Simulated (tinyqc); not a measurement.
# Quantum-well laser, gain and threshold: effect of the front reflectance

One electron and one heavy-hole subband per well, parabolic, with equal sheet densities n of electrons and holes; k-conserving transitions, TE polarisation, no line broadening, so the gain starts as a step at E0 and peaks there. All wells are pumped alike.

Nc = me kB T/(pi hbar^2), Nv = mh kB T/(pi hbar^2), mr = me mh/(me + mh) in m0, g0(E) = q^2 Ep mr/(4 nr eps0 c hbar E Lw) (squared momentum element m0 Ep/4, joint density of states mr/(pi hbar^2 Lw) for both spins). Peak gain g(n) = g0(E0)[1 - exp(-n/Nc) - exp(-n/Nv)]. Mirror loss am = ln(1/(R1 R2))/(2 Lc); threshold gain gth = (ai + am)/(Nw Gw). nth solves g(n) = gth and ntr solves g(n) = 0. Jth = q Nw (A n + B n^2 + C n^3)/eta at n = nth, Ith = Jth Wd Lc; differential efficiency of both facets eta am/(ai + am).

Inputs (values chosen for the exercise); well values close to those of InGaN:
```
symbol    value    unit                           meaning
T           400       K                       temperature
E0         3.08      eV          lowest transition energy
me        0.185      m0            in-plane electron mass
mh         1.01      m0                in-plane hole mass
Ep         18.1      eV                       Kane energy
nr         2.37                          refractive index
Lw            8      nm                        well width
Nw            4                           number of wells
Gw        0.013              optical confinement per well
ai           20    1/cm                     internal loss
Lc          300      um                     cavity length
R2         0.95                          back reflectance
A         8.9e7     1/s  defect recombination coefficient
B       0.00027  cm^2/s    radiative coefficient per well
C       1.6e-17  cm^4/s        Auger coefficient per well
eta        0.86                      injection efficiency
Wd            5      um                      stripe width
```

Constants: q = 1.602176634e-19 C, kB = 1.380649e-23 J/K, eps0 = 8.8541878128e-12 F/m, hbar = 1.054571817e-34 J s, m0 = 9.1093837015e-31 kg, c = 299792458 m/s. Results are converted to the units shown.

The same in every row: ntr (cm^-2) = 3.872e12.

Effect of the front reflectance:
```
R1	gth (1/cm)	nth (cm^-2)	Jth (A/cm^2)	Ith (mA)	differential efficiency
0.01	1877	5.303e12	7787	116.8	0.6838
0.03	1525	4.994e12	6834	102.5	0.6431
0.05	1361	4.858e12	6437	96.55	0.6170
0.1	1139	4.679e12	5938	89.07	0.5696
0.2	916.9	4.509e12	5482	82.23	0.4993
0.32	766.3	4.397e12	5195	77.92	0.4283
0.5	623.2	4.293e12	4937	74.06	0.3293
0.8	472.6	4.187e12	4681	70.21	0.1601
```

What does the table show?

As R1 goes from 0.01 to 0.8, gth falls from 1880 to 473 1/cm, Jth falls from 7790 to 4680 A/cm^2 and Ith falls from 117 to 70.2 mA.

Range of the model: The second hole subband, left out here, lies within about 2 Vt of the first in a well this wide. Polarisation fields, which separate electrons and holes in nitride wells and lower the gain, are left out.

Program tinyqc, `OMP_NUM_THREADS=1 python tinyqc.py 2840032 2840033 out.jsonl`; Intel Xeon 2.30GHz, shared host, one thread, about 0.01 s.
